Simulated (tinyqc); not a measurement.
Worked calculation: two-band k.p model of the X valleys of a zinc-blende crystal. Values are carried at full precision from step to step, so a last printed digit may differ when a step is redone from the rounded ones.

With x = D/D0: for x < 1 the minima lie at k_m = sqrt(ml D0 (1 - x^2)/(4 c)), the hump at X has the height dE = (D0/4)(1 - x)^2 and the mass at the minimum is ml/(1 - x^2); the mass at X is ml/(1 - 1/x), negative for x < 1. For x > 1 the minimum is at X.

Constants: hbar^2/2m0 = 3.80998211 eV angstrom^2; kB = 8.617333262e-05 eV/K.

Values chosen for the exercise (of the order of those of AlAs; the results hold for these values, not for the real material):
- D = 0.325 eV (splitting of the two conduction levels at X)
- D0 = 0.156 eV (coupling energy)
- ml = 0.578 m0 (mass along the axis from remote bands)
- k = 0.032 1/angstrom (wave vector from X)
- kmax = 0.12 1/angstrom (end of the path)
- mt = 0.19 m0 (transverse mass)
- T = 50 K (temperature)

## Shape of the lower band

Give x, k_m, dE and both masses.

x = 2.0833
k_m = 0.00000 1/angstrom
dE = 0.000 meV
mass at the minimum = 1.112 m0
mass at X = 1.112 m0

The splitting wins, so the minimum stays at X, with a mass raised by a factor of 1.92 through the repulsion from the upper band.

## The matrix at one k

k along the valley axis, counted from X, c = hbar^2/2m0, e = c k^2/ml. H = [[e - D/2, i P k], [-i P k, e + D/2]] with P^2 = D0 c/ml, so E = e -/+ sqrt(D^2/4 + D0 e). For D = 0 (diamond lattice) the bands cross at X.

Give P, the matrix, its levels and the weight of the lower X state in the lower band.

P = 1.0141 eV angstrom

H (eV):
```
          1        2
1   -0.1558  0.0324i
2  -0.0324i   0.1692
```

levels (eV): -0.1590  0.1725

weight = 0.9903

## Dispersion along the axis

Nine points; energies of the lower band from its minimum, against a parabola about the minimum with the mass there.

Results:
```
k (1/angstrom)  lower band (meV)  parabola (meV)  gap to the upper band (eV)
0.0000                      0.00            0.00                      0.3250
0.0150                      0.77            0.77                      0.3264
0.0300                      3.11            3.08                      0.3306
0.0450                      7.06            6.94                      0.3376
0.0600                     12.71           12.34                      0.3470
0.0750                     20.16           19.28                      0.3588
0.0900                     29.52           27.76                      0.3727
0.1050                     40.90           37.79                      0.3886
0.1200                     54.41           49.36                      0.4060
```

At kmax the band lies at 54.4 meV and the parabola at 49.4 meV: far from X the curvature returns to 1/ml, so the band is steeper than the parabola of the minimum.

## Thermal masses

Thermal masses along the axis for one X point, lower band, E from the minimum, on 1601 points from -0.8 to 0.8 1/angstrom: density-of-states mass m_d = c I^2/(pi kT), I = integral of exp(-E/kT) dk; conductivity mass m_c = 2 c kT/<(dE/dk)^2> with central differences.

Give m_d, m_c and Nc = 3 x 2 (kT/(4 pi c))^(3/2) mt sqrt(m_d) for three X points; 1 angstrom^-3 = 1e24 cm^-3.

m_d = 1.095 m0
m_c = 1.079 m0
Nc = 1.018e+18 cm^-3

The edge mass is 1.112; thermal electrons sample the steeper part of the band.

## Checks

- Thermal masses without coupling against ml: both 0.5780.

Program tinyqc; command `OMP_NUM_THREADS=1 python tinyqc.py 1850534 1850535 out.jsonl`; about 0.01 s on one thread of a shared Intel(R) Xeon(R) Processor @ 2.30GHz.
